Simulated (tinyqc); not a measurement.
# Changing the temperature of the worked step T

Model: nucleation and growth of vacancy voids in a cooling silicon-like crystal. Computed by tinyqc, a small Python program. Command: `OMP_NUM_THREADS=1 python tinyqc.py 3014621 3014622 out.jsonl voids sweep`. One thread of a shared host (Intel(R) Xeon(R) Processor @ 2.30GHz), about 0.03 s of CPU time with the checks.

Spherical voids; vacancies are lost only to voids.

Inputs (values chosen for the exercise, for a model crystal): vacancy density at the melting point C_m = 8.6e+14 1/cm^3; formation energy E_f = 4.07 eV; melting point T_m = 1685 K; diffusion prefactor D0 = 0.0018 cm^2/s; migration energy E_m = 0.5 eV; site density rho = 5e+22 1/cm^3; void surface energy gamma = 0.84 J/m^2; ratio (V/G)/xi_c = 2.42; limit of the excess at high V/G = 1.2e+14 1/cm^3.

Vacancy supply: from V/G.

Constants: k_B = 8.617333262e-05 eV/K; k_B = 1.380649e-23 J/K; e = 1.602176634e-19 C.

Method. C = C_x (u - 1)/(u + 0.2) with u = (V/G)/xi_c, a form chosen for the exercise. C_e = C_m exp[-(E_f/k_B)(1/T - 1/T_m)]; D = D0 exp(-E_m/(k_B T)); f = k_B T ln(C/C_e); r* = 2 gamma/(rho f); W* = 16 pi gamma^3/(3 rho^2 f^2); Z = f/sqrt(12 pi W* k_B T); I = rho Z (4 pi r* D C) exp(-W*/(k_B T)).

One run for each value:
```
temperature of the worked step T (K)  rate I (1/(cm^3 s))  W*/(k_B T)  critical radius r* (nm)  C_e (1/cm^3)
1300                                            4.261e+15       21.00                   0.3273     2.135e+11
1320                                            1.180e+14       24.56                   0.3567     3.702e+11
1340                                            1.100e+12       29.20                   0.3919     6.315e+11
1360                                            2.111e+09       35.41                   0.4347     1.060e+12
1390                                            1.345e+03       49.58                   0.5200     2.244e+12
1410                                            3.351e-04       64.70                   0.5983     3.633e+12
1430                                            1.520e-14       88.40                   0.7043     5.804e+12
```

Give the missing row, temperature of the worked step T (K) = 1370.

Computed row:
```
temperature of the worked step T (K)  rate I (1/(cm^3 s))  W*/(k_B T)  critical radius r* (nm)  C_e (1/cm^3)
1370                                            4.045e+07       39.34                   0.4599     1.366e+12
```

Interpolating between the two neighbouring rows (linearly) misses most in rate I (1/(cm^3 s)), by a factor of 35. Over the rows, rate I (1/(cm^3 s)) falls from 4.26e15 to 1.52e-14 (exponent d ln y / d ln x -230 between the first rows and -1700 between the last); W*/(k_B T) rises from 21.0 to 88.4 (exponent d ln y / d ln x 10 between the first rows and 22 between the last); critical radius r* (nm) rises from 0.327 to 0.704 (exponent d ln y / d ln x 5.6 between the first rows and 12 between the last).

Caution (rows 1300, 1320, 1340): at such a rate voids would have used up the initial excess before the crystal cooled to this T.
